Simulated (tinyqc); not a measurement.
Ballistic transport through the one-dimensional subbands of a rectangular nanowire or nanosheet channel: one step, computed by the program tinyqc. Command: `OMP_NUM_THREADS=1 python tinyqc.py 3018826 3018827 out.jsonl wire walk`. One thread of a shared host (Intel(R) Xeon(R) Processor @ 2.30GHz), about 0.03 s of CPU time with the checks.

Hard walls, parabolic subbands, transport along x. Energies are counted from the bulk conduction band edge at the top of the barrier, which the gate pulls down by U; the source Fermi level lies at the bulk edge when U = 0.

Problem. Conductance, capacitance and scattering. Linear conductance G = (2 e^2/h) sum_i g f(eta_i), g = 2, f = 1/(1 + exp(-eta_i)), with the barrier frozen at the eta_i above; current per perimeter I/(2(a + b)); with scattering, transmission lambda/(lambda + L) and low-bias resistance (1 + L/lambda)/G.

Inputs (values chosen for the exercise, modelled on silicon):
```
quantity                                   value  unit
height a                                       3    nm
width b                                      4.9    nm
temperature T                                300     K
mean free path for back-scattering lambda    180    nm
channel length L                              17    nm
```

Valleys: silicon [100] wire.

Occupation:
```
subband      eta_i    n_i (1/nm)  I_i (microampere)
1         5.129602  5.211676e-01       2.057321e+01
2         1.190548  2.311305e-01       5.832949e+00
3        -0.210154  1.096901e-01       2.377928e+00
4        -0.811027  7.096531e-02       1.473014e+00
5        -1.171310  1.131921e-01       1.081628e+00
6        -3.957546  3.918934e-03       7.583355e-02
7        -4.146984  3.250070e-03       6.284857e-02
8        -8.817325  3.078680e-05       5.934322e-04
9        -9.109748  2.298151e-05       4.429776e-04
10       -9.297303  1.905155e-05       3.672246e-04
```

ballistic current I = 31.47881 microampere

Constants: e = 1.602176634e-19 C; h = 6.62607015e-34 J s.

Give: open modes sum g f; ballistic conductance; current per perimeter; transmission; low-bias resistance with scattering.

Solution.

open modes sum g f = 5.575

ballistic conductance = 432.0 microsiemens

current per perimeter = 1992 microampere/micrometre

transmission = 0.9137

low-bias resistance with scattering = 2.534 kiloohm

Even without scattering the wire has h/(2 e^2 M) = 2.31 kiloohm, which sits in the contacts.
